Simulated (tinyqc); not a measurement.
Worked calculation: two-node Weyl semimetal on a cubic lattice and its slab. Values are carried at full precision from step to step, so a last printed digit may differ when a step is redone from the rounded ones.

H = d.s with dx = t sin kx, dy = t sin ky, dz = m (2 - cos kx - cos ky) + M(kz), M = tz (cos k0 - cos kz), k in 1/a. Nodes at (0, 0, +/-k0). Berry curvature of the lower band along z: Omega = d.(dd/dkx x dd/dky)/(2|d|^3), in the sense curl of i<u|grad u>.

Parameters, chosen for this exercise:
- t = 1 eV (hopping in sx and sy)
- m = 0.94 eV (mass term)
- tz = 0.6 eV (hopping along z)
- k0 = 1.05 1/a (position of the nodes)
- k = (-0.85, -0.76, 0.19) 1/a (wave vector)
- N = 5 (layers of the small slab)
- ky = 0.38 1/a
- kz = 0.54 1/a

## One k point

Form M, d, E = -/+ |d| and Omega.

M(kz) = -0.2907 eV

dx, dy, dz (eV): [-0.7513, -0.6889, 0.2876]

|E| = 1.0591 eV
Omega = -0.2279 a^2

## The nodes

Near (0,0,+/-k0): d = (t qx, t qy, +/- tz sin(k0) qz). The chirality is the sign of the product of the three velocities. Each plane of fixed kz with -2m < M < 0 has Chern number -1 in the sense above, so the sum over planes gives sigma_xy of size (e^2/h) 2 k0/(2 pi a).

velocities at +k0 (eV a): [1.0000, 1.0000, 0.5205]

chirality: +k0 1, -k0 -1

|sigma_xy| = 0.3342 e^2/(h a)
M(0) = -0.3015 eV

## The slab at one surface momentum

Slab of N layers along x with hard walls: layer block t sin(ky) sy + (m (2 - cos ky) + M(kz)) sz, block to the next layer t sx/(2i) - m sz/2.

Fill in the matrix.

H (eV), rows 1+, 1-, 2+, 2-, 3+, 3-, 4+, 4-, 5+, 5- and columns alike:
```
[[0.7910, -0.3709i, -0.4700, -0.5000i, 0, 0, 0, 0, 0, 0],
 [0.3709i, -0.7910, -0.5000i, 0.4700, 0, 0, 0, 0, 0, 0],
 [-0.4700, 0.5000i, 0.7910, -0.3709i, -0.4700, -0.5000i, 0, 0, 0, 0],
 [0.5000i, 0.4700, 0.3709i, -0.7910, -0.5000i, 0.4700, 0, 0, 0, 0],
 [0, 0, -0.4700, 0.5000i, 0.7910, -0.3709i, -0.4700, -0.5000i, 0, 0],
 [0, 0, 0.5000i, 0.4700, 0.3709i, -0.7910, -0.5000i, 0.4700, 0, 0],
 [0, 0, 0, 0, -0.4700, 0.5000i, 0.7910, -0.3709i, -0.4700, -0.5000i],
 [0, 0, 0, 0, 0.5000i, 0.4700, 0.3709i, -0.7910, -0.5000i, 0.4700],
 [0, 0, 0, 0, 0, 0, -0.4700, 0.5000i, 0.7910, -0.3709i],
 [0, 0, 0, 0, 0, 0, 0.5000i, 0.4700, 0.3709i, -0.7910]]
```

## Levels and layer weights of the middle pair

Diagonalise; sum the weights over the two components of each layer.

levels (eV): [-1.7087, -1.5240, -1.2215, -0.8252, -0.4099, 0.4099, 0.8252, 1.2215, 1.5240, 1.7087]

weights, rows lower, upper; columns layer 1, layer 2, layer 3, layer 4, layer 5:
```
[[0.442, 0.271, 0.163, 0.084, 0.041],
 [0.041, 0.084, 0.163, 0.271, 0.442]]
```

The matrix belongs to ky = 0.38, kz = 0.54, where the mass m (1 - cos ky) + M(kz) is -0.1490 eV and t sin(ky) = 0.3709 eV. A negative mass binds arc states at -/+ t sin(ky) on opposite faces; here one outer layer holds 44 % and the other 4 %, and the overlap across the thin slab moves the level by +39.0 meV.

## Checks

- Omega from the formula against a plaquette of side 1e-4: both -0.2279.
- C of the plane kz = 0 against -1: both -1.00.

Program tinyqc; command `OMP_NUM_THREADS=1 python tinyqc.py 1481910 1481911 out.jsonl`; about 0.2 s on one thread of a shared Intel(R) Xeon(R) Processor @ 2.30GHz.
